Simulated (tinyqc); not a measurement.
The basis set: RHF and MP2 along a ladder of basis sets, for HeH+, spin multiplicity 1. Computed by the program tinyqc with PySCF. Same geometry throughout; the dipole is taken about the origin.

Geometry (angstrom):
```
atom       x       y       z
He    0.0000  0.0000  0.0000
H     0.0000  0.0000  0.6900
```

RHF and frozen-core MP2 in a ladder of bases:
```
basis    functions  E(RHF) (hartree)  E(MP2 corr) (hartree)  HOMO (eV)  LUMO (eV)  dipole (debye)
sto-3g           2          -2.81653               -0.00737    -46.307     -2.816           2.478
3-21g            4          -2.88184               -0.01789    -46.159     -5.695           2.241
6-31g            4          -2.90553               -0.01667    -46.274     -6.030           2.217
6-31g**         10          -2.91992               -0.02835    -46.308     -5.853           2.141
cc-pvdz         10          -2.91700               -0.02878    -46.275     -5.901           2.075
cc-pvtz         28          -2.92749               -0.03581    -46.355     -6.309           2.126
```

Estimate the missing row, basis = aug-cc-pvdz.

Computed row:
```
basis        functions  E(RHF) (hartree)  E(MP2 corr) (hartree)  HOMO (eV)  LUMO (eV)  dipole (debye)
aug-cc-pvdz         18          -2.91836               -0.02929    -46.285     -6.497           2.114
```

From cc-pVDZ to cc-pVTZ the RHF energy falls by 10.5 mhartree and the correlation energy by 7.0. If valence correlation converges as X^-3, (27 E(T) - 8 E(D))/19 gives -0.0388 hartree, a rough estimate from such small X that usually falls short; STO-3G holds about 19 % of it. Beyond STO-3G the LUMO moves by 0.8 eV and the HOMO by 0.2 eV.
